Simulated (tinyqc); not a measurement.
Inside a calculation. Model: quantum limit of the contact resistance of a two-dimensional channel.

Computed by the program tinyqc: `OMP_NUM_THREADS=1 python tinyqc.py 2760027 2760028 out.jsonl`, one thread of a shared Intel Xeon 2.30GHz, about 0.01 s for the whole run. Printed values are rounded.

Parabolic band with gv valleys, C = hbar^2/(2 m0), eta = (EF - Ec)/(kB T). Landauer picture: each mode conducts 2 q^2/h, and the contacts and the channel add incoherently in series, 1/Tt - 1 = 2 (1/tc - 1) + L/lam for the total transmission Tt.

Values chosen for this exercise: temperature T = 77 K; mass m = 0.55 m0; valleys gv = 2; carrier density n = 3.6e13 cm^-2; transmission of each contact tc = 1; back-scattering length of the channel lam = 30 nm; channel length L = 150 nm.

Constants: q = 1.602176634e-19 C, kB = 1.380649e-23 J/K, hbar = 1.054571817e-34 J s, h = 6.62607015e-34 J s, m0 = 9.1093837015e-31 kg, Vt = kB T/q, hbar^2/(2 m0) = 0.0380998212 eV nm^2. Results are converted to the units shown.

## Fermi level and modes

n = N ln(1 + exp(eta)), N = gv m kB T/(2 pi C); modes per width M = gv sqrt(m kB T/C) Fm(eta)/(2 sqrt(pi)), Fm(x) = (1/sqrt(pi)) int_0^infinity u^(-1/2)/(1 + exp(u - x)) du; at zero temperature M0 = gv kF/pi, kF = sqrt(2 pi n/gv). kB T in eV.

N = 3.04897e12 cm^-2
eta = 11.8072
M = 674.958 1/um
M0 = 677.028 1/um

The zero-temperature count is 0.31 % above the thermal one.

## Resistances

RQ = (h/2q^2)/M for the whole device, R = RQ/Tt; the part of one contact is Rc = RQ (1/tc - 1/2) and the channel adds RQ L/lam.

RQ = 19.1218 ohm um
Rc = 9.56090 ohm um
channel = 95.6090 ohm um
R = 114.731 ohm um
Tt = 0.166667

The two contacts make up 16.7 % of R.
